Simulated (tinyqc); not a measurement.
From trap level E_t back to gap E_g: deep trap from a strong local potential in a two-band host (Koster-Slater model with semi-elliptic bands). Computed by tinyqc, a small Python program. Command: `OMP_NUM_THREADS=1 python tinyqc.py 3023453 3023454 out.jsonl deeptrap inv`. One thread of a shared host (Intel(R) Xeon(R) Processor @ 2.30GHz), about 0.03 s of CPU time with the checks.

The valence band spans -2 W_v to 0 and the conduction band E_g to E_g + 2 W_c. The orbital at the impurity site has weight f_v in the valence band and 1 - f_v in the conduction band, each spread as a semi-ellipse (2/(pi W^2)) sqrt(W^2 - x^2) about the band centre. The impurity adds U to this orbital. Spin is left out.

Inputs (values chosen for the exercise, with a gap close to that of CdS):
```
quantity,value,unit
half-width of the valence band W_v,3.4,eV
half-width of the conduction band W_c,5.6,eV
valence weight f_v of the site orbital,0.46,-
impurity potential U,30,eV
```

Impurity: repulsive, acceptor-like.

Method. In the gap G(E) = f_v (2/W_v^2)[x - sqrt(x^2 - W_v^2)] - (1 - f_v)(2/W_c^2)[y - sqrt(y^2 - W_c^2)], x = E + W_v, y = E_g + W_c - E. The trap level solves G(E) = 1/U (bisection). With D = -dG/dE = D_v + D_c, D_v = f_v (2/W_v^2)[x/sqrt(x^2 - W_v^2) - 1] and D_c = (1 - f_v)(2/W_c^2)[y/sqrt(y^2 - W_c^2) - 1], the weight on the impurity orbital is 1/(U^2 D) and the conduction-band character is D_c/D.

Question. A run gave the result below. Find the gap E_g, known to lie between 2 and 4.6 eV.

trap level E_t = 0.9999988 eV

Answer.

Each step takes the trial c = (a f_b - b f_a)/(f_b - f_a), f being the result less the target and a, b, c the logarithms of the listed values; c replaces end b, the old b replaces a if the sign of f changed, and otherwise f_a is halved.

Scan of the range:
```
gap E_g (eV),trap level E_t (eV)
2.00,0.84112
2.30,0.94054
2.64,1.05034
3.03,1.17292
3.48,1.31035
4.00,1.46432
4.60,1.63612
```

False position (Illinois rule, in the logarithm of the input) inside the bracket:
```
step,end a,end b,trial,trap level E_t (eV)
1,2.30000,2.64000,2.47828,0.99848
2,2.64000,2.47828,2.48288,0.99996
3,2.64000,2.48288,2.48311,1.00003
4,2.48288,2.48311,2.48300,1.00000
```

Trap level E_t rises at every point of a 13-point scan of the range (every second point is shown), so one value fits; it is bracketed by 2.30 and 2.64. Answer: gap E_g = 2.483 eV.
